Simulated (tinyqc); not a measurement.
Landau-Devonshire theory of a uniaxial ferroelectric: one step, computed by the program tinyqc. Command: `OMP_NUM_THREADS=1 python tinyqc.py 3015189 3015190 out.jsonl ferro walk`. One thread of a shared host (Intel(R) Xeon(R) Processor @ 2.30GHz), about 0.01 s of CPU time with the checks.

G(P) = (alpha/2) P^2 + (beta*/4) P^4 + (gamma/6) P^6 - E P per volume, SI units, one domain, P along the polar axis, which is normal to the film.

Task: Coefficients at T. alpha = alpha_0 (T - T0*), with clamping: T0* = T0 + 4 Q12 u_m/(alpha_0 (s11 + s12)), beta* = beta + 4 Q12^2/(s11 + s12).

Inputs (values chosen for the exercise, modelled on barium titanate):
```
quantity                        value         unit
alpha_0                        691000  J m/(C^2 K)
Curie-Weiss temperature T0        381            K
beta                        -8.02e+08    J m^5/C^4
temperature T                     315            K
misfit strain u_m              -0.016            -
electrostriction Q12           -0.043      m^4/C^2
compliance s11 + s12          5.6e-12        m^2/N
```

Sample: epitaxial film.

Give: T0*; alpha; beta*.

Result:

T0* = 1092 K

alpha = -5.370e+08 J m/C^2

beta* = 5.187e+08 J m^5/C^4

Compression raises T0 by 711 K. beta* > 0: the transition is of second order, although the free crystal has a first-order one. Caution: a shift of T0 this large is beyond the range where constant coefficients hold.
